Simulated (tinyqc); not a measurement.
Inside a calculation. Model: on-chip power grid, static voltage drop by conjugate gradients.

Numbers from tinyqc (`OMP_NUM_THREADS=1 python tinyqc.py 2770108 2770109 out.jsonl`; about 0.1 s on one thread of a shared Intel Xeon 2.30GHz). Printed values are rounded.

A grid of 3 rows and 3 columns, node k = 3 row + column. Neighbours in a row are joined by Rx, in a column by Ry; pad nodes, which reach the supply through Rp: 0, 6. Each node draws I0, node 7 draws kh I0. The drops u = Vdd - V solve G u = i, with G the conductance matrix (1/Rp added on the diagonal at pad nodes).

Values chosen for this exercise: supply voltage Vdd = 0.8 V; resistance of a horizontal segment Rx = 0.62 ohm; resistance of a vertical segment Ry = 1.1 ohm; resistance from a pad node to the supply Rp = 0.33 ohm; load current of an ordinary node I0 = 1.9 mA; factor on the load at the hot node kh = 1.

## Diagonal of G, loads and first direction

G_kk = sum of the conductances at node k. Start u = 0, so the residual is r = i; p = r.

G_kk (S):

|  | col 0 | col 1 | col 2 |
|---|---|---|---|
| row 0 | 5.55230 | 4.13490 | 2.52199 |
| row 1 | 3.43109 | 5.04399 | 3.43109 |
| row 2 | 5.55230 | 4.13490 | 2.52199 |

r at the start (mA):

|  | col 0 | col 1 | col 2 |
|---|---|---|---|
| row 0 | 1.9 | 1.9 | 1.9 |
| row 1 | 1.9 | 1.9 | 1.9 |
| row 2 | 1.9 | 1.9 | 1.9 |

p at the start (mA):

|  | col 0 | col 1 | col 2 |
|---|---|---|---|
| row 0 | 1.9 | 1.9 | 1.9 |
| row 1 | 1.9 | 1.9 | 1.9 |
| row 2 | 1.9 | 1.9 | 1.9 |

## Iteration 1: conjugate-gradient step

u at the start (mV):

|  | col 0 | col 1 | col 2 |
|---|---|---|---|
| row 0 | 0 | 0 | 0 |
| row 1 | 0 | 0 | 0 |
| row 2 | 0 | 0 | 0 |

q = G p; a = (r.r)/(p.q); u(new) = u + a p; r(new) = r - a q; b = (r.r)(new)/(r.r); p(new) = r(new) + b p.

q (mA S):

|  | col 0 | col 1 | col 2 |
|---|---|---|---|
| row 0 | 5.75758 | 0.00000 | 0.00000 |
| row 1 | 0.00000 | 0.00000 | 0.00000 |
| row 2 | 5.75758 | 0.00000 | 0.00000 |

a = 1.485 ohm

u after iteration 1 (mV):

|  | col 0 | col 1 | col 2 |
|---|---|---|---|
| row 0 | 2.82150 | 2.82150 | 2.82150 |
| row 1 | 2.82150 | 2.82150 | 2.82150 |
| row 2 | 2.82150 | 2.82150 | 2.82150 |

r after iteration 1 (mA):

|  | col 0 | col 1 | col 2 |
|---|---|---|---|
| row 0 | -6.65000 | 1.90000 | 1.90000 |
| row 1 | 1.90000 | 1.90000 | 1.90000 |
| row 2 | -6.65000 | 1.90000 | 1.90000 |

b = 3.5

p after iteration 1 (mA):

|  | col 0 | col 1 | col 2 |
|---|---|---|---|
| row 0 | 0.00000 | 8.55000 | 8.55000 |
| row 1 | 8.55000 | 8.55000 | 8.55000 |
| row 2 | 0.00000 | 8.55000 | 8.55000 |

## Iteration 2: conjugate-gradient step

As before.

q (mA S):

|  | col 0 | col 1 | col 2 |
|---|---|---|---|
| row 0 | -21.5630 | 13.7903 | 0.0000 |
| row 1 | 15.5455 | 0.0000 | 0.0000 |
| row 2 | -21.5630 | 13.7903 | 0.0000 |

a = 0.308398 ohm

u after iteration 2 (mV):

|  | col 0 | col 1 | col 2 |
|---|---|---|---|
| row 0 | 2.82150 | 5.45830 | 5.45830 |
| row 1 | 5.45830 | 5.45830 | 5.45830 |
| row 2 | 2.82150 | 5.45830 | 5.45830 |

r after iteration 2 (mA):

|  | col 0 | col 1 | col 2 |
|---|---|---|---|
| row 0 | 0.00000 | -2.35291 | 1.90000 |
| row 1 | -2.89419 | 1.90000 | 1.90000 |
| row 2 | 0.00000 | -2.35291 | 1.90000 |

b = 0.298014

p after iteration 2 (mA):

|  | col 0 | col 1 | col 2 |
|---|---|---|---|
| row 0 | 0.00000 | 0.19511 | 4.44802 |
| row 1 | -0.34617 | 4.44802 | 4.44802 |
| row 2 | 0.00000 | 0.19511 | 4.44802 |

## Course of the conjugate-gradient iteration

Stop when |r| is below 1e-9 mA.

Course of the iteration:

| iteration | largest u (mV) | \|r\| (mA) |
|---|---|---|
| 1 | 2.82150 | 10.7 |
| 2 | 5.45830 | 5.82 |
| 3 | 6.63005 | 3.02 |
| 4 | 7.32912 | 0.685 |
| 5 | 7.27479 | 0.146 |
| 6 | 7.26052 | < 1e-11 |

Converged in 6 iterations for 9 unknowns; in exact arithmetic the method needs at most 9. The condition number of the matrix is 25.3. Gauss-Seidel sweeps in node order need 125 to reach the same residual.

## Worst drop, pad currents and power lost

converged u (mV):

|  | col 0 | col 1 | col 2 |
|---|---|---|---|
| row 0 | 2.82150 | 5.69417 | 7.01216 |
| row 1 | 5.03983 | 6.36248 | 7.26052 |
| row 2 | 2.82150 | 5.69417 | 7.01216 |

Pad current u/Rp; worst drop as a share of Vdd; power lost in the grid and pads sum_k i_k u_k; power delivered sum_k i_k (Vdd - u_k).

worst drop = 7.26052 mV
share of Vdd = 0.907564 %
pad currents (mA): node 0 8.55, node 6 8.55
power lost = 0.0944651 mW
power delivered = 13.5855 mW

The pad currents add up to the total load, 17.10 mA. The worst drop is at node 5.
